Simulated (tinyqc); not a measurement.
Silicon n-p-n transistor, Gummel numbers and transit times: Cut-off frequency against collector current.

One-dimensional n-p-n transistor in the forward active mode at low injection. In the base p(x) = NB exp(-eta x/wb) and ni(x)^2 = ni^2 exp((g0 + g1 x/wb)/Vt); electrons leave the base at vsat; band spikes at the emitter junction and recombination inside the emitter are ignored.

f(x) = p(x) ni^2/ni(x)^2; I(x) = integral from x to wb of f/Dn, plus f(wb)/vsat; base Gummel number GB = I(0); electron density per unit flux n/(J/q) = I/f; base transit time tauB = integral of I/f over the base. ni = sqrt(Nc Nv) exp(-Eg/(2 Vt)), Eg in volts; JC = J0 exp(VBE/Vt), J0 = q ni^2/GB; collector layer one-sided, Wc = sqrt(2 eps0 eps_r (Vbc + VCB)/(q NC)), Vbc = Vt ln(NB exp(-eta) NC/ni^2), Cjc = eps0 eps_r/Wc, tauC = Wc/(2 vsat). Delay 1/(2 pi fT) = tauE + tauB + tauC + tauR with tauE = Vt (Cj + Cjc)/JC and tauR = Rc Cjc. Charge stored in the emitter is left out. The Kirk effect, also left out, sets in near JC = q NC vsat. n(0) = (JC/q) I(0)/f(0).

Inputs (values chosen for the exercise); band and dielectric values close to those of silicon:
```
symbol,value,unit,meaning
T,300,K,temperature
Eg,1.1,eV,band gap
eps_r,11.6,,relative permittivity
Nc,2.8e19,cm^-3,conduction-band density of states at T
Nv,2.63e19,cm^-3,valence-band density of states at T
vsat,9.82e6,cm/s,saturation velocity
wb,440,nm,neutral base width
NB,1.7e18,cm^-3,base doping at the emitter edge
eta,0,,doping falls as exp(-eta x/wb)
g0,0,eV,gap reduction at the emitter edge of the base
g1,0,eV,further gap reduction across the base (linear)
Dn,10,cm^2/s,electron diffusion coefficient in the base
NC,2.9e16,cm^-3,collector doping
VCB,0.5,V,collector-base reverse bias
Cj,2.8,fF/um^2,emitter junction capacitance
Rc,14,ohm um^2,emitter plus collector resistance
```

Constants: q = 1.602176634e-19 C, kB = 1.380649e-23 J/K, Vt = kB T/q, eps0 = 8.8541878128e-14 F/cm where lengths are in cm. Results are converted to the units shown.

The same in every row: tauB (ps) = 101.3; tauC (ps) = 1.245; tauR (ps) = 0.005882.

Cut-off frequency against collector current:
```
JC (mA/um^2)  VBE (V)  tauE (ps)  fT (GHz)  JC/(q NC vsat)   n(0)/NB
0.001          0.7912      83.25    0.8567        0.002192  0.001653
0.0021         0.8104      39.64     1.119        0.004603  0.003471
0.0042         0.8283      19.82     1.301        0.009205  0.006942
0.0086         0.8468      9.680     1.418         0.01885   0.01421
0.017          0.8644      4.897     1.482         0.03726   0.02810
0.036          0.8838      2.312     1.518         0.07890   0.05950
0.073          0.9021      1.140     1.535          0.1600    0.1207
0.15           0.9207     0.5550     1.544          0.3288    0.2479
0.3            0.9386     0.2775     1.548          0.6575    0.4959
```

fT rises from 0.857 to 1.55 GHz as the charging time falls as 1/JC; its limit for vanishing tauE is 1.55 GHz, of which the largest delay is tauB (98.8 %). tauE equals the other delays together at JC = 8.12e-4 mA/um^2. For JC = 0.3 JC nears or passes q NC vsat, where base push-out would lower fT. For JC = 0.15, 0.3 the electron density at the emitter edge exceeds a fifth of NB, beyond low injection.

Range of the model: Heavy doping makes emitter or base degenerate; gE and g0 are to be read as apparent gap changes that include this.

Numbers from tinyqc (`OMP_NUM_THREADS=1 python tinyqc.py 2320079 2320080 out.jsonl`; about 0.01 s on one thread of a shared Intel Xeon 2.30GHz).
